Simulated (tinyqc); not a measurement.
CIS on RHF in the sto-3g basis, for H3+, spin multiplicity 1, step by step. Computed by tinyqc, a small Python program that keeps every step (integrals from PySCF). Settings: charge = 1, multiplicity = 1, basis = sto-3g, method = RHF, energy threshold = 1e-10, iteration cap = 75, orthogonalisation = symmetric, start = Wolfsberg-Helmholz matrix, DIIS depth = 6. Command: `OMP_NUM_THREADS=1 python tinyqc.py 27854 27855 out.jsonl` (the two numbers bound the seeds that draw the settings). One thread of a shared host (Intel(R) Xeon(R) Processor @ 2.60GHz), about 0.04 s of CPU time with the checks. Later iterations appear only in the table of the cycle.

## One-electron integrals

Geometry (angstrom):
```
atom         x         y          z
H     0.000000  0.000000   0.000000
H     0.000000  0.000000   1.009000
H     0.000000  0.000000  -1.009000
```

Basis sto-3g: exponents (1/bohr^2) and contraction coefficients of normalised primitives:
```
element  l (shell)  exponent  coefficient
H            s (1)  3.425251     0.154329
H            s (1)  0.623914     0.535328
H            s (1)  0.168855     0.444635
```

Overlap, kinetic and nuclear-attraction integrals over the contracted functions; the nuclear repulsion is the sum of Za Zb / Rab.

nuclear repulsion = 1.31114274 hartree

overlap S, order 1H 1s, 2H 1s, 3H 1s:
$$\begin{pmatrix}
1.000000 & 0.491198 & 0.491198 \\
0.491198 & 1.000000 & 0.115738 \\
0.491198 & 0.115738 & 1.000000
\end{pmatrix}$$

kinetic energy T (hartree), order 1H 1s, 2H 1s, 3H 1s:
$$\begin{pmatrix}
0.760032 & 0.108006 & 0.108006 \\
0.108006 & 0.760032 & -0.010315 \\
0.108006 & -0.010315 & 0.760032
\end{pmatrix}$$

nuclear attraction V (hartree), order 1H 1s, 2H 1s, 3H 1s:
$$\begin{pmatrix}
-2.244413 & -0.956952 & -0.956952 \\
-0.956952 & -1.997652 & -0.208849 \\
-0.956952 & -0.208849 & -1.997652
\end{pmatrix}$$

core Hamiltonian H = T + V (hartree), order 1H 1s, 2H 1s, 3H 1s:
$$\begin{pmatrix}
-1.484381 & -0.848946 & -0.848946 \\
-0.848946 & -1.237620 & -0.219163 \\
-0.848946 & -0.219163 & -1.237620
\end{pmatrix}$$

## Two-electron integrals

Functions are numbered as in S; the eight-fold symmetry (ij|kl) = (ji|kl) = (kl|ij) leaves the list below.

Two-electron integrals (ij|kl) in chemists' order, unique and non-zero (hartree):
```
(11|11) 0.774606   (21|11) 0.305169   (21|21) 0.154171   (22|11) 0.475119
(22|21) 0.305169   (22|22) 0.774606   (31|11) 0.305169   (31|21) 0.112171
(31|22) 0.170311   (31|31) 0.154171   (32|11) 0.068433   (32|21) 0.030180
(32|22) 0.053966   (32|31) 0.030180   (32|32) 0.006887   (33|11) 0.475119
(33|21) 0.170311   (33|22) 0.261400   (33|31) 0.305169   (33|32) 0.053966
(33|33) 0.774606
```

## Orthogonalisation

S = U s U^T; symmetric (Loewdin) form X = U s^(-1/2) U^T, so that X^T S X = 1.

eigenvalues of S: [0.360804, 0.884262, 1.754934]

X, order 1H 1s, 2H 1s, 3H 1s:
$$\begin{pmatrix}
1.247608 & -0.320603 & -0.320603 \\
-0.320603 & 1.117749 & 0.054317 \\
-0.320603 & 0.054317 & 1.117749
\end{pmatrix}$$

## Starting guess

The start is the generalised Wolfsberg-Helmholz matrix (K = 1.75) built on H; D = 2 C_occ C_occ^T.

D at the start, order 1H 1s, 2H 1s, 3H 1s:
$$\begin{pmatrix}
0.724957 & 0.399239 & 0.399239 \\
0.399239 & 0.219864 & 0.219864 \\
0.399239 & 0.219864 & 0.219864
\end{pmatrix}$$

## Iteration 1: building the Fock matrix

J_ij = sum D_kl (ij|kl), K_ij = sum D_kl (ik|jl); F = H + J - 0.5 K; E = tr D H + tr D J / 2 - 0.25 tr D K + E_nn.

Coulomb J (hartree), order 1H 1s, 2H 1s, 3H 1s:
$$\begin{pmatrix}
1.287913 & 0.551715 & 0.551715 \\
0.551715 & 0.975613 & 0.124565 \\
0.551715 & 0.124565 & 0.975613
\end{pmatrix}$$

exchange K (hartree), order 1H 1s, 2H 1s, 3H 1s:
$$\begin{pmatrix}
1.166016 & 0.662388 & 0.662388 \\
0.662388 & 0.575089 & 0.324124 \\
0.662388 & 0.324124 & 0.575089
\end{pmatrix}$$

Fock matrix F (hartree), order 1H 1s, 2H 1s, 3H 1s:
$$\begin{pmatrix}
-0.779476 & -0.628425 & -0.628425 \\
-0.628425 & -0.549552 & -0.256660 \\
-0.628425 & -0.256660 & -0.549552
\end{pmatrix}$$

total energy of this density = -1.18665730 hartree

## Iteration 1: diagonalisation and new density

Diagonalise F' = X^T F X, C = X C', fill 1 alpha and 1 beta electrons from the bottom; D = 2 C_occ C_occ^T. Each column has its largest component positive (the first on a tie).

F' = X^T F X (hartree):
$$\begin{pmatrix}
-0.373562 & -0.433392 & -0.433392 \\
-0.433392 & -0.327211 & 0.004015 \\
-0.433392 & 0.004015 & -0.327211
\end{pmatrix}$$

orbital energies (hartree): MO1 -0.961804, MO2 -0.331227, MO3 0.265046

coefficients C, order 1H 1s, 2H 1s, 3H 1s:
$$\begin{pmatrix}
0.586165 & 0.000000 & 1.191011 \\
0.342571 & 0.751960 & -0.819939 \\
0.342571 & -0.751960 & -0.819939
\end{pmatrix}$$

D after iteration 1, order 1H 1s, 2H 1s, 3H 1s:
$$\begin{pmatrix}
0.687179 & 0.401606 & 0.401606 \\
0.401606 & 0.234710 & 0.234710 \\
0.401606 & 0.234710 & 0.234710
\end{pmatrix}$$

## Iteration 4 (converged): orbitals

converged F (hartree), order 1H 1s, 2H 1s, 3H 1s:
$$\begin{pmatrix}
-0.780626 & -0.630133 & -0.630133 \\
-0.630133 & -0.553249 & -0.258555 \\
-0.630133 & -0.258555 & -0.553249
\end{pmatrix}$$

As before.

F' = X^T F X (hartree):
$$\begin{pmatrix}
-0.373769 & -0.433678 & -0.433678 \\
-0.433678 & -0.330906 & 0.002359 \\
-0.433678 & 0.002359 & -0.330906
\end{pmatrix}$$

orbital energies (hartree): MO1 -0.964889, MO2 -0.333265, MO3 0.262572

coefficients C, order 1H 1s, 2H 1s, 3H 1s:
$$\begin{pmatrix}
0.583654 & 0.000000 & 1.192244 \\
0.344298 & 0.751960 & -0.819216 \\
0.344298 & -0.751960 & -0.819216
\end{pmatrix}$$

D after iteration 4, order 1H 1s, 2H 1s, 3H 1s:
$$\begin{pmatrix}
0.681304 & 0.401902 & 0.401902 \\
0.401902 & 0.237082 & 0.237082 \\
0.401902 & 0.237082 & 0.237082
\end{pmatrix}$$

## Convergence

Stop when the energy changes by less than 1e-10 hartree and every element of the error matrix X^T (F D S - S D F) X is below 3e-06.

Course of the cycle:
```
iteration  E (hartree)     change  largest element of the error matrix
1          -1.18665730          -                             2.32e-02
2          -1.18715727  -5.00e-04                             3.16e-03
3          -1.18716669  -9.42e-06                             8.51e-07
4          -1.18716669  -5.62e-13                             3.60e-07
```

PySCF RHF in the same basis = -1.18716669 hartree

Converged in 4 iterations.

## Populations, bond orders and dipole

Mulliken: Z minus the diagonal of D S on the atom; Loewdin: the same with S^(1/2) D S^(1/2); Mayer order: 2 sum_s sum (D(s) S)_ij (D(s) S)_ji over the two atoms.

Charges (e):
```
atom   Mulliken    Loewdin
1H    -0.076130  -0.036842
2H     0.538065   0.518421
3H     0.538065   0.518421
```

Mayer bond orders:
```
pair     order
2-1   0.497102
3-1   0.497102
3-2   0.213384
```

dipole moment about the origin, x y z (debye): [0.000000, 0.000000, 0.000000]

## Integrals over molecular orbitals

(pq|rs) = sum C_ip C_jq C_kr C_ls (ij|kl), one index at a time.

one-electron integrals over orbitals h = C^T H C (hartree):
$$\begin{pmatrix}
-1.533421 & 0.000000 & -0.096269 \\
0.000000 & -1.151759 & 0.000000 \\
-0.096269 & 0.000000 & -0.748625
\end{pmatrix}$$

Two-electron integrals over orbitals (pq|rs), unique and non-zero (hartree):
```
(11|11) 0.568532    (21|21) 0.146272    (22|11) 0.482383    (22|22) 0.533251
(31|11) 0.096269    (31|22) -0.037786   (31|31) 0.135594    (32|21) -0.140964
(32|32) 0.159102    (33|11) 0.573396    (33|22) 0.512535    (33|31) 0.082740
(33|33) 0.612610
```

## CIS matrix, singlets

A(ia,jb) = (e_a - e_i) d_ij d_ab + 2 (ia|jb) - (ij|ab).

CIS matrix A, singlet (hartree), order 1>2, 1>3:
$$\begin{pmatrix}
0.441785 & 0.000000 \\
0.000000 & 0.925254
\end{pmatrix}$$

## CIS singlet states

dipole integrals <i|r|a> (bohr), order 1>2, 1>3:
$$\begin{pmatrix}
0.000000 & 0.000000 & 1.398351 \\
0.000000 & 0.000000 & 0.000000
\end{pmatrix}$$

Diagonalise A (1 hartree = 27.211386 eV); each vector has its largest component positive (the first on a tie). The transition dipole is mu = sqrt2 sum c_ia <i|r|a>.

singlet excitation energies (eV): [12.021588, 25.177442]

lowest vectors, order 1>2, 1>3:
$$\begin{pmatrix}
1.000000 & 0.000000 \\
0.000000 & 1.000000
\end{pmatrix}$$

oscillator strengths 2/3 w |mu|^2: [1.151814, 0.000000]

## CIS matrix, triplets

A(ia,jb) = (e_a - e_i) d_ij d_ab - (ij|ab).

CIS matrix A, triplet (hartree), order 1>2, 1>3:
$$\begin{pmatrix}
0.149241 & 0.000000 \\
0.000000 & 0.654065
\end{pmatrix}$$

## CIS triplet states

Diagonalise A (1 hartree = 27.211386 eV); each vector has its largest component positive (the first on a tie).

triplet excitation energies (eV): [4.061053, 17.798024]

lowest vectors, order 1>2, 1>3:
$$\begin{pmatrix}
1.000000 & 0.000000 \\
0.000000 & 1.000000
\end{pmatrix}$$
